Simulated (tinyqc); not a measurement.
Inverse iteration on a symmetric matrix, step by step. One step of it, computed by the program tinyqc.

Task: Step 1. solve (A - shift) w = v; v' = w/|w| with its largest component positive (the first on a tie); lambda = v'^T A v'.

A:
```
          1          2          3          4          5
1  0.754000   0.090000   0.621000   0.661000   0.114000
2  0.090000   1.498000  -0.282000  -0.126000  -1.120000
3  0.621000  -0.282000   2.543000   0.252000   0.279000
4  0.661000  -0.126000   0.252000   3.595000   0.376000
5  0.114000  -1.120000   0.279000   0.376000   3.758000
```

vector v at the start: 0.447214  0.447214  0.447214  0.447214  0.447214

shift = 1.300000

Give: vector after step 1; Rayleigh quotient after step 1.

Result:

vector after step 1: 0.2364  0.8865  -0.0993  -0.1376  0.3598

Rayleigh quotient after step 1 = 1.0996
